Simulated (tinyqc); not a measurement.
# Drifting, spreading and decaying minority pulse (Haynes-Shockley), explicit time steps, step by step

Program tinyqc, `OMP_NUM_THREADS=1 python tinyqc.py 2310103 2310104 out.jsonl`; Intel Xeon 2.30GHz, shared host, one thread, about 0.01 s. Printed values are rounded.

Low injection in a uniform field: dn/dt = D d2n/dx2 - v dn/dx - n/tau with D = mu Vt and v = mu F towards +x. Exact solution on an infinite bar for a Gaussian start at x0: n = N0 exp(-t/tau) exp(-(x - x0 - v t)^2/(2 s^2))/sqrt(2 pi s^2), s^2 = s0^2 + 2 D t.

Values chosen for this exercise; mobility close to that of germanium at room temperature: temperature T = 350 K; minority-carrier mobility mu = 1880 cm^2/(V s); sweep field along the drift F = 7.5 V/cm; mesh step hx = 25 um; lifetime tau = 6.4e-6 s; injected sheet density N0 = 9e11 cm^-2; time step dt = 2.7e-8 s; initial width (standard deviation) s0 = 26 um.

Constants: q = 1.602176634e-19 C, kB = 1.380649e-23 J/K, Vt = kB T/q. Results are converted to the units shown.

## Coefficients of the scheme

Exponentially fitted fluxes: d = F hx/Vt, B(d) = d/(exp(d) - 1), k = D dt/hx^2; (L n)_i = a n_(i-1) + b n_i + c n_(i+1) with a = k B(-d), c = k B(d), b = -a - c - dt/tau. Explicit steps keep n positive for dt up to 1/[(D/hx^2)(B(d) + B(-d)) + 1/tau].

D = 56.7021 cm^2/s
v = 14100 cm/s
d = 0.621671
a = 0.328932
b = -0.509802
c = 0.176652
positivity limit of dt = 5.29618e-8 s

dt is 0.51 times the explicit limit. On this mesh the fitted flux acts like a diffusion coefficient (d/2) coth(d/2) D = 1.03 D for a travelling pulse, before the error of the time steps.

## Initial pulse

Nodes x_i = i hx, i = 1 to 11, n = 0 at nodes 0 and 12; the Gaussian at t = 0 with x0 = 4 hx.

| node | n at t = 0 (1e14 cm^-3) |
|---|---|
| 1 | 0.02154 |
| 2 | 0.21733 |
| 3 | 0.86979 |
| 4 | 1.38095 |
| 5 | 0.86979 |
| 6 | 0.21733 |
| 7 | 0.02154 |
| 8 | 0.00085 |
| 9 | 0.00001 |
| 10 | 0.00000 |
| 11 | 0.00000 |

## Step 1: densities after a time step

(L n)_i = a n_(i-1) + b n_i + c n_(i+1), n = 0 beyond the ends. Explicit step: n(new) = n + L n.

| node | n at t = 1 dt (1e14 cm^-3) |
|---|---|
| 1 | 0.04895 |
| 2 | 0.26727 |
| 3 | 0.74180 |
| 4 | 1.11669 |
| 5 | 0.91900 |
| 6 | 0.39644 |
| 7 | 0.08220 |
| 8 | 0.00750 |
| 9 | 0.00029 |
| 10 | 0.00000 |
| 11 | 0.00000 |

## Step 2: densities after a time step

As before.

| node | n at t = 2 dt (1e13 cm^-3) |
|---|---|
| 1 | 0.71210 |
| 2 | 2.78158 |
| 3 | 6.48810 |
| 4 | 9.53746 |
| 5 | 8.87840 |
| 6 | 5.11143 |
| 7 | 1.72020 |
| 8 | 0.30766 |
| 9 | 0.02609 |
| 10 | 0.00096 |
| 11 | 0.00001 |

## Step 3: densities after a time step

As before.

| node | n at t = 3 dt (1e13 cm^-3) |
|---|---|
| 1 | 0.84044 |
| 2 | 2.74389 |
| 3 | 5.78021 |
| 4 | 8.37777 |
| 5 | 8.39229 |
| 6 | 5.72988 |
| 7 | 2.57890 |
| 8 | 0.72125 |
| 9 | 0.11416 |
| 10 | 0.00905 |
| 11 | 0.00032 |

## Course in time

The same steps, now on nodes 1 to 60 (n = 0 at nodes 0 and 61), for 24 steps; centre = sum x n/sum n. Deviations are from the exact pulse, as a share of its largest value on the nodes; a run counts as stable if they stay under 100 %.

Course of the iteration:

| step | hx sum n (cm^-2) | centre (um) | most negative n (cm^-3), 0 if none | largest deviation (% of the peak) |
|---|---|---|---|---|
| 1 | 8.95038e11 | 103.958 | 0 | 1.39 |
| 2 | 8.89100e11 | 108.043 | 0 | 1.77 |
| 3 | 8.82204e11 | 112.265 | 0 | 1.91 |
| 4 | 8.74771e11 | 116.580 | 0 | 1.69 |
| 5 | 8.67120e11 | 120.953 | 0 | 1.66 |
| 6 | 8.59459e11 | 125.358 | 0 | 2.17 |
| 7 | 8.51912e11 | 129.775 | 0 | 3.00 |
| 8 | 8.44548e11 | 134.195 | 0 | 3.84 |
| 9 | 8.37403e11 | 138.608 | 0 | 4.66 |
| ... | ... | ... | ... | ... |
| 16 | 7.93758e11 | 169.074 | 0 | 8.66 |
| 17 | 7.88323e11 | 173.355 | 0 | 8.99 |
| 18 | 7.83051e11 | 177.618 | 0 | 9.25 |
| 19 | 7.77933e11 | 181.865 | 0 | 9.48 |
| 20 | 7.72958e11 | 186.095 | 0 | 9.70 |
| 21 | 7.68116e11 | 190.309 | 0 | 9.90 |
| 22 | 7.63398e11 | 194.508 | 0 | 10.1 |
| 23 | 7.58795e11 | 198.692 | 0 | 10.3 |
| 24 | 7.54301e11 | 202.862 | 0 | 10.3 |

The run is stable. After 24 steps the deviation is 10 % of the peak. From step 1 to the last the centre has moved at 1.13 v and the content is 7.3 % below N0 exp(-t/tau). On an endless mesh these steps would give a speed of 1.00 v and a content of 1.00 times the exact one, from dt/tau = 0.00422 alone; the rest comes from the absorbing ends.
